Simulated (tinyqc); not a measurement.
Scale length and length offset from two DIBL values.

Inverse problem. DIBL = exp(-Le/(2 l)) + 2 exp(-Le/l) with Le = L - dL. Find l, dL and the drawn length for a DIBL of 100 mV/V.

DIBL at drawn lengths 87 and 140 nm (mV/V): [120.36252, 24.058976]

Answer. With e = exp(-Le/(2 l)), 2 e^2 + e = DIBL gives e and so Le/l at each length; Le/l is a straight line in L with slope 1/l.

l = 18.00 nm
dL = 4.200 nm
length for 100 mV/V = 92.77 nm

Program tinyqc, `OMP_NUM_THREADS=1 python tinyqc.py 2002112 2002113 out.jsonl`; Intel Xeon 2.30GHz, shared host, one thread, about 0.01 s.
